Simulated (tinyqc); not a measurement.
# Polytypes and stacking faults of a tetrahedral semiconductor in an axial Ising model with couplings up to third neighbours, step by step

A worked calculation. Computed by tinyqc, a small Python program that keeps every step. Command: `OMP_NUM_THREADS=1 python tinyqc.py 3007731 3007732 out.jsonl polytype walk`. One thread of a shared host (Intel(R) Xeon(R) Processor @ 2.30GHz), about 0.01 s of CPU time with the checks. Intermediate numbers are printed to about 6 digits and carried at full precision; extremes and crossings named in words are read from the listed rows.

Each double layer has s = +1 or -1 for the sense of its stacking step; E per pair of atoms = E0 - sum_n J_n <s_i s_(i+n)>, n = 1, 2, 3. Hexagonality h = (1 - <s_i s_(i+1)>)/2.

Inputs (values chosen for the exercise, of the order of those of silicon for J, a, G and the gaps):

| quantity | value | unit |
|---|---|---|
| J1 | 11.5 | meV/pair |
| J2 | -0.733 | meV/pair |
| J3 | -0.42 | meV/pair |
| basal lattice constant a | 3.84 | angstrom |
| shear modulus G | 65.9 | GPa |
| Poisson ratio nu | 0.19 | - |
| gap of 3C | 1.17 | eV |
| gap of 4H | 1.1 | eV |
| binding energy of the fault level E_b | 0.092 | eV |
| in-plane mass m | 0.3 | m0 |
| effective density of states N_c at 300 K | 1.8e+19 | 1/cm^3 |
| electron density n | 4.7e+16 | 1/cm^3 |
| temperature T | 350 | K |

Host polytype: 3C.

Constants: 1 eV/angstrom^2 = 16.02176634 J/m^2; m_0 = 9.1093837015e-31 kg; hbar = 1.054571817e-34 J s; k_B = 1.380649e-23 J/K; k_B = 8.617333262e-05 eV/K.

## Energies of the polytypes

correlations of the repeat units 3C (+), 2H (+-), 4H (++--), 6H (+++---), 15R (+++--), 8H (++++----), 21R (++++---), 9R (++-):
```
        n = 1     n = 2     n = 3
3C    1.00000   1.00000   1.00000
2H   -1.00000   1.00000  -1.00000
4H    0.00000  -1.00000   0.00000
6H    0.33333  -0.33333  -1.00000
15R   0.20000  -0.60000  -0.60000
8H    0.50000   0.00000  -0.50000
21R   0.42857  -0.14286  -0.71429
9R   -0.33333  -0.33333   1.00000
```

E - E(3C) = sum_n J_n (1 - C_n), C_n = <s_i s_(i+n)>. The gap is taken linear in h between 3C (h = 0) and 4H (h = 1/2), a rough rule, with a dash beyond.

Polytypes:

| polytype | h | E - E(3C) (meV/pair) | gap by the linear rule (eV) |
|---|---|---|---|
| 3C | 0.00000 | 0.0000 | 1.17000 |
| 2H | 1.00000 | 22.1600 | - |
| 4H | 0.50000 | 9.6140 | 1.10000 |
| 6H | 0.33333 | 5.8493 | 1.12333 |
| 15R | 0.40000 | 7.3552 | 1.11400 |
| 8H | 0.25000 | 4.3870 | 1.13500 |
| 21R | 0.28571 | 5.0137 | 1.13000 |
| 9R | 0.66667 | 14.3560 | - |

E(2H) - E(3C) = 22.16 meV/pair

E(4H) - E(3C) = 9.614 meV/pair

E(6H) - E(3C) = 5.84933 meV/pair

The lowest is 3C, 4.387 meV/pair below 8H. J1/|J2| = 15.69: for J3 = 0 and J2 < 0 the ground state is 2H below -2, 4H between -2 and 2, and 3C above 2; at 2 itself all periods with bands of two or more layers are degenerate.

## Back from three energies to J1, J2, J3

With d2, d4, d6 the energies of 2H, 4H, 6H over 3C: d2 = 2 J1 + 2 J3, d4 = J1 + 2 J2 + J3, d6 = (2/3) J1 + (4/3) J2 + 2 J3, so J2 = (d4 - d2/2)/2, J3 = (3/4)(d6 - (2/3) d4), J1 = d2/2 - J3.

J1 recovered = 11.5 meV/pair

J2 recovered = -0.733 meV/pair

J3 recovered = -0.420000 meV/pair

## Stacking-fault energies

fault coefficients k_n:
```
               J1  J2  J3
intrinsic       4   4   4
extrinsic       4   8   8
twin boundary   2   4   6
```

Faults in 3C: the sequences intrinsic (-), extrinsic (--), twin boundary (+ turns to -) are put between perfect repeats; k_n = (layers x C_n of the host) - sum_i s_i s_(i+n). gamma = sum k_n J_n/A, A = (sqrt 3/2) a^2; 1 meV/angstrom^2 = 16.02177 mJ/m^2.

gamma (mJ/m^2): intrinsic 51.9268, extrinsic 46.1404, twin boundary 22.0163

energy of the glide fault, intrinsic = 51.9268 mJ/m^2

The cheapest is the twin boundary fault.

## Splitting of a basal screw dislocation

Screw line, bounded by the intrinsic fault of energy gamma: b = a, partials b_p = a/sqrt 3; d = G b_p^2 (2 - 3 nu)/(8 pi gamma (1 - nu)). One partial is driven off by the shear stress gamma/b_p along its Burgers vector.

splitting width d = 4.38173 nm

stress to open the fault = 234.218 MPa

## Electronic energy gained by the fault

The fault binds electrons in a two-dimensional band E_b below the conduction edge, g2 = m m0/(pi hbar^2) for one valley. With the Fermi level held by the bulk, eta = ln[n/N_c(T)], N_c(T) = N_c (T/300)^1.5, the grand potential falls by g2 (k_B T)^2 F1(x), x = eta + E_b/(k_B T), F1(x) = integral from 0 to infinity of ln(1 + exp(x - t)) dt; sheet density g2 k_B T ln(1 + e^x). Band bending by the trapped charge is left out, so the gain is an upper bound. Net fault energy = gamma of the intrinsic fault less the electronic gain.

x = -3.12887

sheet density = 1.61909e+11 1/cm^2

electronic gain = 0.00790807 mJ/m^2

net fault energy = 51.9189 mJ/m^2

The gain offsets 0.015 % of the fault energy. Caution: rows with n above 0.3 N_c(T) are near degeneracy, where eta = ln(n/N_c) underestimates the Fermi level.

## Gain against electron density

The formulas are those given above.

At T:

| n (1/cm^3) | x | sheet density (1/cm^2) | gain (mJ/m^2) | gain/gamma | gain/gamma at T + 200 K |
|---|---|---|---|---|---|
| 1.00e+14 | -9.28161 | 3.51956e+08 | 1.70079e-05 | 3.27535e-07 | 1.35422e-07 |
| 1.00e+15 | -6.97902 | 3.51808e+09 | 1.70043e-04 | 3.27467e-06 | 1.35417e-06 |
| 1.00e+16 | -4.67644 | 3.50344e+10 | 1.69688e-03 | 3.26783e-05 | 1.35370e-05 |
| 1.00e+17 | -2.37385 | 3.36535e+11 | 1.66279e-02 | 3.20217e-04 | 1.34898e-04 |
| 1.00e+18 | -0.07127 | 2.48761e+12 | 1.41427e-01 | 2.72359e-03 | 1.30481e-03 |
| 5.00e+18 | 1.53817 | 6.54922e+12 | 4.79208e-01 | 9.22852e-03 | 5.77361e-03 |
| 2.00e+19 | 2.92446 | 1.12513e+13 | 1.07180e+00 | 2.06406e-02 | 1.73154e-02 |

For x well below 0 the gain is k_B T times the sheet density and linear in n; for x well above 0 the well fills and the gain grows only about as x^2. It stays below the fault energy in all rows; 200 K more changes it by a factor 0.41 at 1e16.

Checks made by the program: the recovered constants (relative difference below 1e-10).
